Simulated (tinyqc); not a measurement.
Worked calculation: tight binding, honeycomb lattice. One step of it, computed by the program tinyqc.

Question. Bloch Hamiltonian at K. H_AB = -t1 (1 + exp(-i k.a1) + exp(-i k.a2)); H_AA = delta - 2 t2 sum cos(k.b + phi), H_BB = -delta - 2 t2 sum cos(k.b - phi), b = a1, a2 - a1, -a2.

Parameters chosen for this model:
```
parameter     value                        unit
t1         1.220000                 eV, nearest
t2         0.350000       eV, second neighbours
phi        1.570000  rad, phase of t2 (Haldane)
delta             0          eV, +/- on A and B
```

k point K (fractions of the reciprocal vectors): 0.333333  0.666667

Give: H(k) at K.

Answer.

H(k) at K (eV):
```
        A        B
A  1.8195   0.0000
B  0.0000  -1.8178
```
